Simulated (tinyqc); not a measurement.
Carrier lifetime from Shockley-Read-Hall, radiative, Auger and surface recombination: one step, computed by the program tinyqc. Command: `OMP_NUM_THREADS=1 python tinyqc.py 3020954 3020955 out.jsonl lifetime walk`. One thread of a shared host (Intel(R) Xeon(R) Processor @ 2.30GHz), about 0.02 s of CPU time with the checks.

Energies are counted from the top of the valence band. Boltzmann statistics, full ionisation, and equal excess densities of electrons and holes.

Problem. Lifetimes at the given injection. With n = n_0 + dn, p = p_0 + dn and U/dn = 1/tau: (n p - n_i^2)/dn = n_0 + p_0 + dn = s; 1/tau_SRH = s/[tau_p0 (n + n1) + tau_n0 (p + p1)]; 1/tau_rad = B s; 1/tau_Aug = (C_n n + C_p p) s; the rates add. Radiative efficiency = tau_eff/tau_rad; effective diffusion length = sqrt(D tau_eff).

Inputs (values chosen for the exercise, with bands modelled on InP):
```
quantity                   value    unit
temperature T                400       K
radiative coefficient B  4.4e-10  cm^3/s
Auger coefficient C_n    1.3e-30  cm^6/s
Auger coefficient C_p    1.6e-31  cm^6/s
excess density dn        3.5e+15   cm^-3
diffusion coefficient D       13  cm^2/s
```

Doping: p-type. Surface term: none.

n_0 = 50.30082 cm^-3

p_0 = 1.70e+18 cm^-3

tau_p0 = 1.214921e-04 s

n1 = 3.460166e+13 cm^-3

tau_n0 = 4.325365e-06 s

p1 = 2471308 cm^-3

Give: tau_SRH at dn; tau_rad at dn; tau_Aug at dn; effective lifetime at dn; radiative efficiency at dn; effective diffusion length at dn.

Solution.

tau_SRH at dn = 4.577e-06 s

tau_rad at dn = 1.334e-09 s

tau_Aug at dn = 2.118e-06 s

effective lifetime at dn = 1.333e-09 s

radiative efficiency at dn = 0.9991

effective diffusion length at dn = 1.316 micrometre
